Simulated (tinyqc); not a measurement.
# Resistance of a tapered via with liner, size effect and interface, step by step

Numbers from tinyqc (`OMP_NUM_THREADS=1 python tinyqc.py 2750043 2750044 out.jsonl`; about 0.01 s on one thread of a shared Intel Xeon 2.30GHz). Printed values are rounded.

A round via whose diameter grows from db at the bottom as D(z) = db + 2 z/tan(ang). The fill, of diameter D - 2 tl, starts above the bottom liner (thickness fb tl) and has rho = rho0 (1 + ks lam/(D - 2 tl)); the sidewall liner conducts in parallel with it. The bottom liner and the interface are crossed over the full area pi db^2/4. Spreading in the lines above and below is left out.

Values chosen for this exercise; fill metal close to tungsten: diameter at the bottom db = 9.4 nm; height hv = 19 nm; sidewall angle ang = 89 degrees; bulk resistivity of the fill rho0 = 5.24 uohm cm; mean free path of the fill lam = 15 nm; size-effect factor ks = 1.4; liner on the sidewall tl = 1.9 nm; liner at the bottom over that on the sidewall fb = 0.5; resistivity of the liner rl = 170 uohm cm; interface resistivity at the bottom ri = 2e-12 ohm cm^2; ballistic conductance per area, about 3/(4 rho0 lam) Sb = 9.1e14 S/m^2.

## Slices of the via

Slices between z0 = fb tl and hv, evaluated at their midpoints: conductance per length pi/4 [(D - 2 tl)^2/rho + (D^2 - (D - 2 tl)^2)/rl], slice resistance = slice height over that. 7 slices.

```
slice    z (nm)    D (nm)  rho (uohm cm)  slice resistance (ohm)
0      2.239286  9.478174       24.61947                19.91726
1      4.817857  9.568192       24.31703                19.18759
2      7.396429  9.658210       24.02389                18.49283
3         9.975  9.748229       23.73963                17.83096
4      12.55357  9.838247       23.46383                17.20015
5      15.13214  9.928265       23.19614                16.59864
6      17.71071  10.01828       22.93620                16.02479
```

## Total resistance

R_fill = sum of the slices; R_bottom = rl fb tl/(pi db^2/4); R_interface = ri/(pi db^2/4); ballistic (Sharvin) limit 1/(Sb pi (db - 2 tl)^2/4); ideal cylinder rho0 hv/(pi db^2/4).

parts (ohm): fill 125.2522, bottom liner 23.27164, interface 2.881936
R = 151.4058 ohm
shares (%): fill 82.72617, bottom liner 15.37037, interface 1.90345
ballistic limit = 44.61621 ohm
ideal cylinder = 14.34628 ohm

The fill is the largest part, and R is 10.6 times the ideal cylinder. With 2000 slices R = 151.41 ohm.
